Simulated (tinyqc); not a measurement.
A discretised effective-mass wire between two leads, recursive Green functions: two steps of the calculation.

Finite differences on a grid of step a give a chain with hopping -t, t = C/(m a^2), C = hbar^2/(2 m0), and site energies 2 t + U_i for the N = 9 sites of the device; the semi-infinite leads have site energy 2 t. Each slice is one site, and V = -t couples neighbouring slices.

Values chosen for this exercise: effective mass m = 0.2 m0; grid step a = 0.29 nm; potential on the sites 1 to N U = [0, 0.62, 0.62, 0, 0, 0, 0, 0, 0] eV; energy above the band bottom of the leads E = 0.709 eV.

Constants: q = 1.602176634e-19 C, hbar = 1.054571817e-34 J s, m0 = 9.1093837015e-31 kg, hbar^2/(2 m0) = 0.0380998212 eV nm^2. Results are converted to the units shown.

Problem 1. Forward pass. Forward pass: g_1 = (E - H_1 - Sigma)^(-1), g_i = (E - H_i - V g_(i-1) V^dagger)^(-1), with Sigma also subtracted on the last slice; G_(i,1) = g_i V G_(i-1,1), starting from g_1. H_i is the block of slice i, its site energy.

Sigma = -1.9106499-1.2166844i eV

Wanted: g_i; G_(i,1) of the forward pass.

Solution 1.

```
site       g_i (1/eV)  G_(i,1) of the forward pass (1/eV)
1     -0.3724-0.2371i                     -0.3724-0.2371i
2     -0.3210-0.1543i                     -0.1878-0.3026i
3     -0.3313-0.0939i                     -0.0766-0.2670i
4     -0.4482-0.1017i                     -0.0163-0.2887i
5     -0.5880-0.2018i                      0.1103-0.3920i
6     -0.4680-0.6025i                      0.6519-0.2650i
7     -0.1227-0.2671i                      0.3416+0.3207i
8     -0.2645-0.1136i                      0.1221+0.2801i
9     -0.1561-0.5077i                     -0.2789+0.2395i
```

Problem 2. Backward pass. Backward pass: G_NN = g_N, G_ii = g_i + g_i V^dagger G_(i+1,i+1) V g_i; local density of states -Im G_ii/pi on each site.

g_i, site 1 to 9 (1/eV): [-0.37238075-0.23712867i, -0.32096477-0.15431326i, -0.33125800-0.09385676i, -0.44823889-0.10174098i, -0.58804768-0.20176724i, -0.46795583-0.60248773i, -0.12271869-0.26710618i, -0.26454080-0.11359425i, -0.15610777-0.50770214i]

Give: G_ii; local density of states.

Solution 2.

```
site      G_ii (1/eV)  local density of states (1/eV)
1     -0.0720-0.5799i                          0.1846
2     -0.1836-0.4171i                          0.1328
3     -0.1836-0.4171i                          0.1328
4     -0.0720-0.5799i                          0.1846
5      0.1226-0.5477i                          0.1743
6      0.1758-0.3577i                          0.1139
7      0.0261-0.2292i                          0.0729
8     -0.1537-0.3104i                          0.0988
9     -0.1561-0.5077i                          0.1616
```

A site of an infinite clean chain has 1/(pi sqrt(4 t^2 - x^2)) = 0.131 1/eV at this energy (x counted from the band centre); the device goes from 0.0729 (site 7) to 0.185 (site 1).

Computed by the program tinyqc: `OMP_NUM_THREADS=1 python tinyqc.py 2660027 2660028 out.jsonl`, one thread of a shared Intel Xeon 2.30GHz, about 0.02 s for the whole run.
